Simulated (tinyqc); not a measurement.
Self-heating of a transistor with one or more fingers, with temperature-dependent conductivity: one step, computed by the program tinyqc.

N long parallel fingers lie on the top face of a slab whose bottom is held at T_0; the top is otherwise insulated, and heat flows in two dimensions. P in W/mm is 1000 P in W/m.

Question. Linear temperature rise of each finger. theta_i = (P/(pi kappa_0)) [g_0 + sum over j != i of g(|i - j| s)], with equal powers and constant conductivity; thermal resistance = largest theta/P.

Inputs (values chosen for the exercise, modelled on indium phosphide): conductivity at the base temperature kappa_0 = 65.4 W/(m K); power per gate width P = 0.33 W/mm; fingers N = 3.

Power: fixed power.

own factor g_0 = 8.182110

g(j s), j = 1..7: [2.244231, 1.562260, 1.175038, 0.912132, 0.719610, 0.572976, 0.458750]

Give: theta of each finger; largest theta; thermal resistance.

Answer.

theta of each finger (K): [19.26, 20.35, 19.26]

largest theta = 20.35 K

thermal resistance = 61.67 K mm/W

The neighbours supply 35 % of the rise of the hottest finger, which runs 1.1 K above the outer ones.
